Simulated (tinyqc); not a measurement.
The same layer on three faces: band edges of strained Si(1-x)Ge(x) on relaxed Si(1-y)Ge(y).

Values are linear in the Ge fraction but for ED(x) = linear - CD x (1 - x) and a(x) = linear - Ca x (1 - x). Energies are on the common scale of Ev.

Coherent growth: e_par = (a(y) - a(x))/a(x). (001): e_perp = -2 (C12/C11) e_par; exx = eyy = e_par, ezz = e_perp, no shear. (111): e_perp = -(2 C11 + 4 C12 - 4 C44)/(C11 + 2 C12 + 4 C44) e_par; exx = eyy = ezz = (2 e_par + e_perp)/3 and exy = eyz = ezx = (e_perp - e_par)/3. (110): e_perp = -(C11 + 3 C12 - 2 C44)/(C11 + C12 + 2 C44) e_par; exx = eyy = (e_par + e_perp)/2, ezz = e_par, exy = (e_perp - e_par)/2, eyz = ezx = 0.

A valley with unit axis u lies at Ev + gap + (av + a_valley) tr(e) + Xu (u.e.u - tr(e)/3); the Delta axes are x, y, z and the L axes [111], [1-1-1], [-11-1], [-1-11]. The second-order shift of the Delta valleys under shear is left out; it lowers the pair normal to the sheared plane by tens of meV at a shear of 1 %.

Valence edges: Ev plus the levels of the 6 x 6 matrix of X, Y, Z times spin with -Dso/3 + l exx + m (eyy + ezz) on the diagonal (cyclic), n exy off it, l = av + 2 b, m = av - b, n = sqrt(3) d. Spin-orbit term (Dso/3) L.sigma on X, Y, Z with (L_k)_ij = -i epsilon_kij: <X+|H|Y+> = -i Dso/3, <X+|H|Z-> = Dso/3, <Y+|H|Z-> = -i Dso/3, <Z+|H|X-> = -Dso/3, <Z+|H|Y-> = i Dso/3, <X-|H|Y-> = i Dso/3, and their conjugates; + and - are the spin along z.

Parameters, chosen for this exercise (end members near Si and Ge, in this order; not measured data):
- a = (5.43, 5.655) angstrom (lattice constant)
- Dso = (0.044, 0.29) eV (spin-orbit splitting)
- av = (2.49, 1.24) eV (valence hydrostatic potential)
- b = (-2.1, -2.51) eV (tetragonal shear potential)
- d = (-4.86, -5.37) eV (trigonal shear potential)
- C11 = (166.1, 126.6) GPa
- C12 = (64.3, 47.6) GPa
- C44 = (79.3, 67.2) GPa
- Ev = (0, 0.62) eV (top of the unstrained valence band)
- ED = (1.153, 0.919) eV (gap to the Delta valleys)
- EL = (1.994, 0.73) eV (gap to the L valleys)
- aD = (1.59, 1.22) eV (hydrostatic potential of the Delta gap)
- aL = (-3.3, -2.57) eV (hydrostatic potential of the L gap)
- XuD = (9.23, 9.73) eV (uniaxial potential, Delta)
- XuL = (16.47, 15.33) eV (uniaxial potential, L)
- CD = 0.226 eV (bowing of the Delta gap)
- Ca = 0 angstrom (bowing of the lattice constant)
- x = 0.17 (Ge fraction of the layer)
- y = 0 (Ge fraction of the relaxed buffer)

dEc = Ec(buffer) - Ec(layer), dEv = Ev(layer) - Ev(buffer); buffer edges Ev(y) and Ev(y) + min(ED, EL). The digit behind Delta or L counts whole valleys.

Results:
```
face   e_par (%)  lowest valleys  gap (eV)  next valleys above (meV)  valence splitting (meV)  dEc (eV)  dEv (eV)  Delta spread (meV)  L spread (meV)
(001)      -0.70          Delta4     1.003                       115                       35     0.037     0.113                 115               0
(111)      -0.70          Delta6     1.036                       713                       36     0.008     0.109                   0             145
(110)      -0.70          Delta2     1.004                        49                       37     0.039     0.110                  49             114
```

On (001) only the Delta valleys split (115 meV), on (111) only the L valleys (145 meV), on (110) both (49 and 114 meV). The lowest valleys are Delta4 on (001), Delta6 on (111) and Delta2 on (110); the smallest gap is 1.003 eV on (001) and the largest 1.036 eV on (111).

Computed by tinyqc, a small Python program: `OMP_NUM_THREADS=1 python tinyqc.py 1050937 1050938 out.jsonl` (the numbers bound the seed that draws the inputs); one thread of a shared host (Intel(R) Xeon(R) Processor @ 2.30GHz), about 0.01 s for the whole set of steps.
